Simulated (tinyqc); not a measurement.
Hydrogenic impurity: series, fields, screening, photoionisation and donor-acceptor pairs: one step, computed by the program tinyqc. Command: `OMP_NUM_THREADS=1 python tinyqc.py 3030080 3030081 out.jsonl hydrogenic walk`. One thread of a shared host (Intel(R) Xeon(R) Processor @ 2.30GHz), about 0.01 s of CPU time with the checks.

One isotropic, parabolic band. Effective units: Ry* and a*, in which H = -nabla^2 - 2/r.

Question. Overlap of donors. Wigner-Seitz radius r_s = (3/(4 pi N))^(1/3); Mott criterion N_c^(1/3) a* = 0.26; overlap of two 1s orbitals at distance d: S = exp(-x)(1 + x + x^2/3), x = d/a*, with d = N^(-1/3).

Inputs (values chosen for the exercise, modelled on CdTe): donor density N = 1.1e+17 cm^-3.

Parts treated: magnetic field and photoionisation.

a* = 53.50629 angstrom

Give: r_s; Mott density; N over the Mott density; overlap S.

Answer.

r_s = 129.5 angstrom

Mott density = 1.147e+17 cm^-3

N over the Mott density = 0.9587

overlap S = 0.2017

The sample is on the insulating side, but close enough for an impurity band.
